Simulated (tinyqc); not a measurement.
Inside a calculation: complex band structure along [001] in sp3s* tight binding. Values are carried at full precision from step to step, so a last printed digit may differ when a step is redone from the rounded ones.

For k = (0, 0, kz) the phase sums are g0 = cos(phi) and g3 = i sin(phi), phi = kz a/4, and the s, pz, s* orbitals of anion (a) and cation (c) decouple from px, py. With z = exp(i phi), H(z) = H0 + z T + T^T/z for any complex z. H0 is diagonal (Esa, Epa, Exa, Esc, Epc, Exc). The anion-cation block is B(z) = z U + W/z and the cation-anion block z W^T + U^T/z, where U has Vss/2 (s,s), Vsapc/2 (s,z), -Vscpa/2 (z,s), Vxx/2 (z,z), Vxapc/2 (s*,z), -Vpaxc/2 (z,s*), and W has the same values with the s-z and s*-z signs reversed. |z| = 1 is a band state, |z| < 1 decays along [001] as exp(-kappa d) over a distance d, kappa = -(4/a) ln|z|. No spin-orbit coupling.

Values chosen for the exercise (out of a larger set: near a published set for Si, fitted to gaps, whose masses and valley positions are rough (light masses up to twice too heavy); not measured data):

| symbol | value | unit | meaning |
|---|---|---|---|
| p | (-4.191, 1.706, -4.191, 1.706, 6.671, 6.671, -8.297, 1.711, 4.585, 5.731, 5.731, 5.389, 5.389) | eV | order Esa, Epa, Esc, Epc, Exa, Exc, Vss, Vxx, Vxy, Vsapc, Vscpa, Vxapc, Vpaxc |
| dE | 0.31 | eV | E - Ev |
| a | 5.433 | angstrom | lattice constant |

## The layer matrices

Parameters in the order Esa, Epa, Esc, Epc, Exa, Exc, Vss, Vxx, Vxy, Vsapc, Vscpa, Vxapc, Vpaxc. Form H0 and T.

diagonal of H0 (eV): sa -4.1910, za 1.7060, s*a 6.6710, sc -4.1910, zc 1.7060, s*c 6.6710

T (eV):
```
          sa      za      s*a       sc      zc      s*c
sa    0.0000  0.0000   0.0000  -4.1485  2.8655   0.0000
za    0.0000  0.0000   0.0000  -2.8655  0.8555  -2.6945
s*a   0.0000  0.0000   0.0000   0.0000  2.6945   0.0000
sc   -4.1485  2.8655   0.0000   0.0000  0.0000   0.0000
zc   -2.8655  0.8555  -2.6945   0.0000  0.0000   0.0000
s*c   0.0000  2.6945   0.0000   0.0000  0.0000   0.0000
```

## Edges at Gamma

At z = 1 the levels follow from the blocks [[Esa, Vss], [Vss, Esc]] and [[Epa, Vxx], [Vxx, Epc]]: Ev is the lower p root, and the direct gap ends at the lower of the upper roots.

Ev = -0.0050 eV
EG (direct gap) = 3.4220 eV

## Complex wave vectors at one energy in the gap

Solve det(H0 - E + z T + T^T/z) = 0 with E = Ev + dE, as the linear problem [[0, 1], [-T^T, E - H0]] x = z [[1, 0], [0, T]] x. Roots come as z, -z, 1/z and conjugates; list those with 0 < |z| < 1 and Re z, Im z >= 0, by falling |z|. Re kz = arg(z)/(pi/2) in units of 2 pi/a, kappa = -(4/a) ln|z|.

Decaying roots:

| Re z | Im z | \|z\| | Re kz (2 pi/a) | kappa (1/angstrom) |
|---|---|---|---|---|
| 0.8528 | 0.0000 | 0.8528 | 0.0000 | 0.1173 |
| 0.2478 | 0.5336 | 0.5883 | 0.7233 | 0.3905 |

The slowest root has kappa = 0.1173 1/angstrom at Re kz = 0.000: a purely imaginary k at Gamma. The probability falls by exp(-2 kappa d), a factor 10.4 over 1 nm.

## The px, py block

For px and py the determinant gives (E - Epa)(E - Epc) = Vxx^2 cos^2(phi) + Vxy^2 sin^2(phi). With phi = i kappa a/4 this is sinh^2(kappa a/4) = ((E - Epa)(E - Epc) - Vxx^2)/(Vxx^2 - Vxy^2), E = Ev + dE. Parameters in the order Esa, Epa, Esc, Epc, Exa, Exc, Vss, Vxx, Vxy, Vsapc, Vscpa, Vxapc, Vpaxc.

sinh^2(kappa a/4) = 0.05332
kappa of the heavy-hole branch = 0.1685 1/angstrom

This branch decays faster than the slowest root of the s-pz block (0.1173), by a factor 1.44 in kappa.

## Checks

- Largest distance of a level of the 6 x 6 block at kz = 0.37 (2 pi/a) from a level of the full matrix, against zero (eV): both 0.000000.

Program tinyqc; command `OMP_NUM_THREADS=1 python tinyqc.py 1482806 1482807 out.jsonl`; about 0.01 s on one thread of a shared Intel(R) Xeon(R) Processor @ 2.30GHz.
